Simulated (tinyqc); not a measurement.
Biaxial strain splits the top of the valence band: sp3s* tight binding, strained.

sp3s* tight binding, nearest neighbours only: anion (a) at 0, cation (c) at a/4 (1,1,1), orbitals s, px, py, pz, s* on each; k in units of 2 pi/a. With phases e_j = exp(i (pi/2) k.n_j) for n = (1,1,1), (1,-1,-1), (-1,1,-1), (-1,-1,1): g0 = (e1+e2+e3+e4)/4, g1 = (e1+e2-e3-e4)/4, g2 = (e1-e2+e3-e4)/4, g3 = (e1-e2-e3+e4)/4. The diagonal holds the levels Esa, Epa, Exa (s*) and Esc, Epc, Exc. Anion-cation block: <sa|sc> = Vss g0; <sa|xc> = Vsapc g1; <xa|sc> = -Vscpa g1; <xa|xc> = Vxx g0; <xa|yc> = <ya|xc> = Vxy g3, <xa|zc> = <za|xc> = Vxy g2, <ya|zc> = <za|yc> = Vxy g1; <s*a|xc> = Vxapc g1; <xa|s*c> = -Vpaxc g1; y and z take g2 and g3 in place of g1; s-s* and s*-s* vanish.

Strain e moves each bond vector to d = (1 + e) d0 (no internal displacement for the diagonal strains used here) and k is given in fractions of the strained reciprocal cell, so the phases stay. Two-centre values Vss_sigma = Vss/4, Vsp_sigma = sqrt3 V/4 for each s-p and s*-p pair, Vpp_sigma = (Vxx + 2 Vxy)/4, Vpp_pi = (Vxx - Vxy)/4 are scaled by (d0/d)^eta and combined with the new direction cosines; the levels on the diagonal stay.

Parameters, chosen for this exercise (near a published set for diamond, fitted to gaps, whose masses and valley positions are rough; shifted at random, so the results belong to these values and not to a real crystal):
- Esa = -4.533 eV (s level of the anion)
- Epa = 3.85 eV (p level of the anion)
- Esc = -4.533 eV (s level of the cation)
- Epc = 3.85 eV (p level of the cation)
- Exa = 11.384 eV (s* level of the anion)
- Exc = 11.384 eV (s* level of the cation)
- Vss = -22.678 eV (s-s)
- Vxx = 3.846 eV (px-px)
- Vxy = 11.658 eV (px-py)
- Vsapc = 15.214 eV (s anion, p cation)
- Vscpa = 15.214 eV (s cation, p anion)
- Vxapc = 8.226 eV (s* anion, p cation)
- Vpaxc = 8.226 eV (p anion, s* cation)
- eta = 2 (scaling exponent)
- D001 = 0.24 (ratio -ezz/exx)

No spin-orbit coupling; k = 0; exx = eyy = e, ezz = -D001 e. The four bonds keep equal lengths, and the sums over them give Vxx(e) for px and py and Vzz(e) for pz; each level is the lower root of [[Epa, V], [V, Epc]], and the s level the upper root of the s block. The shear potential b follows from E(x,y) - E(z) = 3 b (exx - ezz), taken as the slope between e = -0.005 and 0.005.

Couplings and levels at Gamma (eV):
```
e           ezz  Vxx(e)  Vzz(e)   E(x,y)     E(z)  E(x,y) - E(z) (meV)  upper s level
-0.020   0.0048  3.7368  4.3383   0.1132  -0.4883                601.4        18.6834
-0.005   0.0012  3.8200  3.9660   0.0300  -0.1160                146.0        18.2784
0.005   -0.0012  3.8712  3.7281  -0.0212   0.1219               -143.1        18.0123
0.010   -0.0024  3.8956  3.6121  -0.0456   0.2379               -283.5        17.8805
0.020   -0.0048  3.9421  3.3862  -0.0921   0.4638               -555.9        17.6191
```

Give the missing row, e = -0.010, ezz = 0.0024.

Computed row:
```
e          ezz  Vxx(e)  Vzz(e)  E(x,y)     E(z)  E(x,y) - E(z) (meV)  upper s level
-0.010  0.0024  3.7931  4.0880  0.0569  -0.2380                294.9        18.4127
```

b = -7.772 eV

Under tension in the plane (e > 0) the bonds tilt towards the plane, Vxx grows to 3.8956 and Vzz falls to 3.6121 eV at e = 0.01, and the pz state forms the top of the valence band, by 283.5 meV; under compression (e = -0.01) the px, py pair does, by 294.9 meV. The slope gives b = -7.77 eV, a rough value, since on-site strain terms are left out (measured values lie near -2 eV).

(tinyqc, `OMP_NUM_THREADS=1 python tinyqc.py 1452649 1452650 out.jsonl`, Intel(R) Xeon(R) Processor @ 2.30GHz, 1 thread, shared host, about 0.1 s.)
